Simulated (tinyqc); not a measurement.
Classical Heisenberg spin chain: exact results, Metropolis, heat-bath and over-relaxation steps, and a Monte Carlo run: one step, computed by the program tinyqc. Command: `OMP_NUM_THREADS=1 python tinyqc.py 3130010 3130011 out.jsonl heismc walk`. One thread of a shared host (Intel(R) Xeon(R) Processor @ 2.30GHz), about 0.3 s of CPU time with the checks.

E = -J sum_i s_i . s_(i+1) for unit vectors s_i on an open chain; K = J/(k_B T).

Question. Exact results. Each bond angle is independent, so u = <s_i . s_(i+1)> = coth K - 1/K, <s_i . s_(i+n)> = u^n, correlation length xi = -1/ln|u|, energy per bond -J u, heat capacity per bond c/k_B = 1 - K^2/sinh^2 K, and for the long chain chi = mu^2 (1 + u)/(3 k_B T (1 - u)) per spin.

Inputs (values chosen for the exercise, for a model chain of large moments): coupling J = -11 meV; temperature T = 30.8 K; moment mu = 4 mu_B.

Constants: k_B = 8.617333262e-05 eV/K; mu_B = 5.7883818060e-05 eV/T.

Give: K; u; xi; energy per bond; heat capacity; chi over the Curie value; chi.

Answer.

K = -4.1445

u = -0.75922

xi = 3.6302 sites

energy per bond = -8.3514 meV

heat capacity = 0.98273 k_B/bond

chi over the Curie value = 0.13687

chi = 0.015920 mu_B/T per spin

For |K| >> 1, |u| = 1 - 1/|K| and xi = |K| - 1/2 = 3.64: the chain orders only at T = 0, and c tends to k_B, not to zero, a failure of classical spins.
